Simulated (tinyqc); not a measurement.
Worked calculation: defect equilibria of an oxide against oxygen pressure (mass action). Computed by tinyqc, a small Python program that keeps every step. Command: `OMP_NUM_THREADS=1 python tinyqc.py 3025241 3025242 out.jsonl brouwer walk`. One thread of a shared host (Intel(R) Xeon(R) Processor @ 2.30GHz), about 0.01 s of CPU time with the checks. Intermediate numbers are printed to about 6 digits and carried at full precision; extremes and crossings named in words are read from the listed rows.

Defects: oxygen vacancies V (charge +2), electrons n, holes p, the ionic partner X = O_i'' (charge -2). Activities are taken equal to concentrations.

Inputs (values chosen for the exercise, for a model oxide):
```
quantity                           value             unit
reduction enthalpy H_r              4.13               eV
prefactor K_r0                   2.3e+71  cm^-9 atm^(1/2)
gap E_g                             2.36               eV
prefactor N_c N_v                  3e+42            cm^-6
disorder enthalpy H_s               4.16               eV
prefactor K_s0                   7.4e+44            cm^-6
dopant density N_d                     0            cm^-3
temperature T                       1100                K
oxygen pressure P                  7e-11              atm
electron mobility mu_n              0.16       cm^2/(V s)
hole mobility mu_p                 0.061       cm^2/(V s)
vacancy diffusion prefactor D_0    0.007           cm^2/s
vacancy migration energy E_m        0.88               eV
```

Ionic disorder: anion Frenkel. Dopant (singly charged, fully ionised): none.

Constants: k_B = 8.617333262e-05 eV/K; e = 1.602176634e-19 C.

## Equilibrium constants

K_r = K_r0 exp(-H_r/k_B T) = [V] n^2 P^(1/2); K_i = N_c N_v exp(-E_g/k_B T) = n p; K_s = K_s0 exp(-H_s/k_B T) = [X] [V].

K_r = 2.75202e+52 cm^-9 atm^(1/2)

K_i = 4.61856e+31 cm^-6

K_s = 6.45219e+25 cm^-6

## Trial electron densities

Neutrality: 2 [V] + p = n + 2 [X]. With n as the unknown, [V] = K_r/(n^2 P^(1/2)), p = K_i/n, [X] = K_s/[V]; the log ratio is ln(positive/negative).

Densities (cm^-3):
```
n                 [V]            p          [X]  log ratio
1.00e+17  3.28929e+23  4.61856e+14  1.96157e+02    15.6993
1.00e+18  3.28929e+21  4.61856e+13  1.96157e+04     8.7916
1.00e+19  3.28929e+19  4.61856e+12  1.96157e+06     1.8838
1.00e+20  3.28929e+17  4.61856e+11  1.96157e+08    -5.0239
1.00e+21  3.28929e+15  4.61856e+10  1.96157e+10   -11.9317
```

## Solution at the given pressure

The root is found by 60 bisections in ln n between n = 1e-10 and 1e25 cm^-3.

n = 1.87375e+19 cm^-3

[V] = 9.36873e+18 cm^-3

p = 2.46488e+12 cm^-3

[X] = 6.88694e+06 cm^-3

The largest terms give the Brouwer balance 2 [V] = n; the smaller of the two terms is 100 % of the total charge of one sign.

## Conductivities

sigma_n = e n mu_n, sigma_p = e p mu_p, sigma_ion = 2 e [V] mu_V with mu_V = 2 e D/(k_B T) and D = D_0 exp(-E_m/k_B T); only the oxygen vacancies carry ionic current, and the ionic transport number is sigma_ion over the total.

sigma_n = 0.480332 S/cm

sigma_p = 2.40899e-08 S/cm

sigma_ion = 4.12061e-05 S/cm

total conductivity = 0.480373 S/cm

ionic transport number = 8.57793e-05

The conductor is mainly n-type electronic here.

## Brouwer diagram

The slope is d log n / d log P from this row and the one above; the last column names the largest term on each side. Pressures that give more than 3e21 cm^-3 are left out.

Log10 of the densities in cm^-3:
```
log10 P (atm)        n      [V]        p      [X]  slope of n    balance
-20            20.9136  20.6125  10.7509  5.19718           -  2 [V] = n
-16            20.2469  19.9459  11.4176  5.86384   -0.166667  2 [V] = n
-12            19.5802  19.2792  12.0843  6.53051   -0.166667  2 [V] = n
-8             18.9136  18.6125  12.7509  7.19718   -0.166667  2 [V] = n
-4             18.2469  17.9459  13.4176  7.86385   -0.166666  2 [V] = n
0              17.5803  17.2791  14.0842  8.53060   -0.166656  2 [V] = n
```

Regimes: 2 [V] = n from log P = -20 to 0, where that balance predicts a slope of -1/6 and the table comes as close as -0.167. Rows with n or p near or above sqrt(N_c N_v) are degenerate, and n p = K_i is then only nominal.

## Conductivity against oxygen pressure

The formulas are those given above.

Log10 of the conductivities in S/cm:
```
log10 P (atm)    n-type    p-type     ionic     total  ionic transport number
-20             1.32239  -9.25901  -2.74419   1.32243             8.57793e-05
-16             0.65572  -8.59235  -3.41086   0.65576             8.57793e-05
-12            -0.01094  -7.92568  -4.07752  -0.01091             8.57793e-05
-8             -0.67761  -7.25901  -4.74419  -0.67757             8.57793e-05
-4             -1.34427  -6.59235  -5.41086  -1.34423             8.57776e-05
0              -2.01090  -5.92573  -6.07761  -2.01081             8.57415e-05
```

The ionic transport number stays at or below about 8.6e-5: no electrolytic window. The total has no minimum inside this range.

Checks made by the program: the three mass-action laws (relative difference below 1e-10).
